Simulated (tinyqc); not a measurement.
Zigzag graphene nanoribbon in tight binding: one step. The chain at this k. Four cases, with inputs chosen for the exercise.

Task: Form the k-dependent bond and the matrix.

A zigzag ribbon of N chains, sites A1, B1, A2, ..., BN across it. For each k it is a chain with bonds -2t cos(k/2) (A_n to B_n) and -t (B_n to A_(n+1)), and +D, -D on A and B. A1 and BN are the edge sites; the Dirac points project to k = 2 pi/3.

Case 1.

Values chosen (near those used for graphene; the results hold for these values, not for the real material):
- t = 2.64 eV (hopping)
- N = 3 (zigzag chains)
- D = 0.19 eV (sublattice potential, +D on A and -D on B)
- k = 2.59 (k times the period sqrt3 acc)

Case 2.

Values chosen (near those used for graphene; the results hold for these values, not for the real material):
- t = 2.97 eV (hopping)
- N = 3 (zigzag chains)
- D = 0 eV (sublattice potential, +D on A and -D on B)
- k = 1.89 (k times the period sqrt3 acc)

Case 3.

Values chosen (near those used for graphene; the results hold for these values, not for the real material):
- t = 2.58 eV (hopping)
- N = 4 (zigzag chains)
- D = 0 eV (sublattice potential, +D on A and -D on B)
- k = 2.31 (k times the period sqrt3 acc)

Case 4.

Values chosen (near those used for graphene; the results hold for these values, not for the real material):
- t = 2.86 eV (hopping)
- N = 6 (zigzag chains)
- D = 0 eV (sublattice potential, +D on A and -D on B)
- k = 2 (k times the period sqrt3 acc)

Give: 2 cos(k/2); H(k).

Result:

Case 1.

2 cos(k/2) = 0.54463

H(k) (eV), rows A1, B1, A2, B2, A3, B3 and columns alike:
```
[[0.1900, -1.4378, 0, 0, 0, 0],
 [-1.4378, -0.1900, -2.6400, 0, 0, 0],
 [0, -2.6400, 0.1900, -1.4378, 0, 0],
 [0, 0, -1.4378, -0.1900, -2.6400, 0],
 [0, 0, 0, -2.6400, 0.1900, -1.4378],
 [0, 0, 0, 0, -1.4378, -0.1900]]
```

An edge state of the finite ribbon needs 2 cos(k/2) < N/(N + 1) = 0.7500: it exists here.

Case 2.

2 cos(k/2) = 1.17149

H(k) (eV), rows A1, B1, A2, B2, A3, B3 and columns alike:
```
[[0, -3.4793, 0, 0, 0, 0],
 [-3.4793, 0, -2.9700, 0, 0, 0],
 [0, -2.9700, 0, -3.4793, 0, 0],
 [0, 0, -3.4793, 0, -2.9700, 0],
 [0, 0, 0, -2.9700, 0, -3.4793],
 [0, 0, 0, 0, -3.4793, 0]]
```

An edge state of the finite ribbon needs 2 cos(k/2) < N/(N + 1) = 0.7500: not met here.

Case 3.

2 cos(k/2) = 0.80784

H(k) (eV), rows A1, B1, A2, B2, A3, B3, A4, B4 and columns alike:
```
[[0, -2.0842, 0, 0, 0, 0, 0, 0],
 [-2.0842, 0, -2.5800, 0, 0, 0, 0, 0],
 [0, -2.5800, 0, -2.0842, 0, 0, 0, 0],
 [0, 0, -2.0842, 0, -2.5800, 0, 0, 0],
 [0, 0, 0, -2.5800, 0, -2.0842, 0, 0],
 [0, 0, 0, 0, -2.0842, 0, -2.5800, 0],
 [0, 0, 0, 0, 0, -2.5800, 0, -2.0842],
 [0, 0, 0, 0, 0, 0, -2.0842, 0]]
```

An edge state of the finite ribbon needs 2 cos(k/2) < N/(N + 1) = 0.8000: not met here.

Case 4.

2 cos(k/2) = 1.08060

H(k) (eV), rows A1, B1, A2, B2, A3, B3, A4, B4, A5, B5, A6, B6 and columns alike:
```
[[0, -3.0905, 0, 0, 0, 0, 0, 0, 0, 0, 0, 0],
 [-3.0905, 0, -2.8600, 0, 0, 0, 0, 0, 0, 0, 0, 0],
 [0, -2.8600, 0, -3.0905, 0, 0, 0, 0, 0, 0, 0, 0],
 [0, 0, -3.0905, 0, -2.8600, 0, 0, 0, 0, 0, 0, 0],
 [0, 0, 0, -2.8600, 0, -3.0905, 0, 0, 0, 0, 0, 0],
 [0, 0, 0, 0, -3.0905, 0, -2.8600, 0, 0, 0, 0, 0],
 [0, 0, 0, 0, 0, -2.8600, 0, -3.0905, 0, 0, 0, 0],
 [0, 0, 0, 0, 0, 0, -3.0905, 0, -2.8600, 0, 0, 0],
 [0, 0, 0, 0, 0, 0, 0, -2.8600, 0, -3.0905, 0, 0],
 [0, 0, 0, 0, 0, 0, 0, 0, -3.0905, 0, -2.8600, 0],
 [0, 0, 0, 0, 0, 0, 0, 0, 0, -2.8600, 0, -3.0905],
 [0, 0, 0, 0, 0, 0, 0, 0, 0, 0, -3.0905, 0]]
```

An edge state of the finite ribbon needs 2 cos(k/2) < N/(N + 1) = 0.8571: not met here.

Computed by tinyqc, one run a case: `OMP_NUM_THREADS=1 python tinyqc.py N N+1 out.jsonl` with N = 1452029, 1452130, 1452166, 1452318; one thread of a shared Intel(R) Xeon(R) Processor @ 2.30GHz, about 0.01 s a run at most.
